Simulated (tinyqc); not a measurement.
Trap density from the capacitance step.

Problem. A junction with shallow donors Nd and a deep trap has C_HF = eps0 eps_r/W and C_LF = eps0 eps_r (Nd + Nt)/(Nd W + Nt xt), xt = W - lam. Find W, xt and Nt.

Values chosen for this exercise:

| symbol | value | unit | meaning |
|---|---|---|---|
| eps_r | 9.64 |  | relative permittivity |
| Nd | 1.6e15 | cm^-3 | shallow donor density |

Constants: eps0 = 8.8541878128e-14 F/cm where lengths are in cm. Results are converted to the units shown.

C_HF = 9.1873900 nF/cm^2
C_LF = 9.4961667 nF/cm^2
lam = 402.00603 nm

Answer. C_HF gives W. With y = C_LF/C_HF, Nt/Nd = (y - 1)/(1 - y xt/W).

W = 929.0 nm
xt = 527.0 nm
Nt = 1.300e14 cm^-3

tinyqc, about 0.01 s, one thread, Intel Xeon 2.30GHz (shared host): `OMP_NUM_THREADS=1 python tinyqc.py 2050097 2050098 out.jsonl`
